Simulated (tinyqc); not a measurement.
Four-point probe, van der Pauw, Hall and spreading-resistance readings of a semiconductor layer: one step, computed by the program tinyqc.

The layer is uniform and ohmic; contacts are points unless a radius is given.

Question. Resistivity and sheet resistance. rho = 1/(e n mu); R_s = rho/t.

Inputs (values chosen for the exercise, modelled on p-type silicon): carrier density n = 4.3e+17 1/cm^3; drift mobility mu = 118 cm^2/(V s); layer thickness t = 49 micrometre.

Backing of the layer: insulating.

Constants: e = 1.602176634e-19 C.

Give: resistivity rho; sheet resistance R_s.

Answer.

resistivity rho = 0.12301 ohm cm

sheet resistance R_s = 25.104 ohm/square
